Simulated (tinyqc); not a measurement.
Two-dimensional dopant profile at a mask edge: lateral junction, overlap and effective channel length: one step, computed by the program tinyqc. Command: `OMP_NUM_THREADS=1 python tinyqc.py 3006620 3006621 out.jsonl lateral walk`. One thread of a shared host (Intel(R) Xeon(R) Processor @ 2.30GHz), about 0.01 s of CPU time with the checks.

Ions enter for y < 0; the mask (spacer, then gate) covers y > 0. x is the depth. The surface reflects dopant during the anneal.

Question. Widths and vertical profile. Widths s_x^2 = (vertical straggle)^2 + 2 D t, s_y^2 = (lateral straggle)^2 + 2 D t. C(x, y) = V(x) (1/2) erfc(y/(sqrt2 s_y)), V(x) = Q/(sqrt(2 pi) s_x) [exp(-(x - R_p)^2/(2 s_x^2)) + exp(-(x + R_p)^2/(2 s_x^2))]; 1 nm = 1e-7 cm. The vertical junction far from the mask solves V(x) = C_B.

Inputs (values chosen for the exercise, modelled on a source-drain extension in silicon):

| quantity | value | unit |
|---|---|---|
| dose Q | 2.1e+15 | 1/cm^2 |
| projected range R_p | 16 | nm |
| vertical straggle | 5.1 | nm |
| lateral straggle | 3.9 | nm |
| anneal budget D t | 2.5e-13 | cm^2 |
| channel doping C_B | 3e+17 | 1/cm^3 |

Give: s_x; s_y; V at the surface; V at R_p; vertical junction x_j.

Answer.

s_x = 8.7184 nm

s_y = 8.0753 nm

V at the surface = 3.5676e+20 1/cm^3

V at R_p = 9.6208e+20 1/cm^3

vertical junction x_j = 51.030 nm

Caution: the peak exceeds usual solubilities, so part of the dose is inactive and diffusion is concentration dependent.
